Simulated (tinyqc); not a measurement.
# Ground and coupling capacitance from two measurements

Problem. A line has Cg to the planes and Cc to each of two neighbours. Find Cg, Cc, the load when both neighbours switch in antiphase, and the pulse on the line when it floats and both neighbours swing by Vx.

Parameters, values chosen for the exercise: swing Vx = 0.7 V.

capacitance with neighbours driven alike and with neighbours grounded (aF/um): 66  142

Solution. Driven alike, Cc carries no charge, which leaves Cg; grounded neighbours give Cg + 2 Cc, antiphase Cg + 4 Cc; a floating line divides the swing as 2 Cc/(Cg + 2 Cc).

Cg = 66.0 aF/um
Cc = 38.0 aF/um
load in antiphase = 218 aF/um
pulse = 0.375 V

Program tinyqc, `OMP_NUM_THREADS=1 python tinyqc.py 2790162 2790163 out.jsonl`; Intel Xeon 2.30GHz, shared host, one thread, about 1 s.
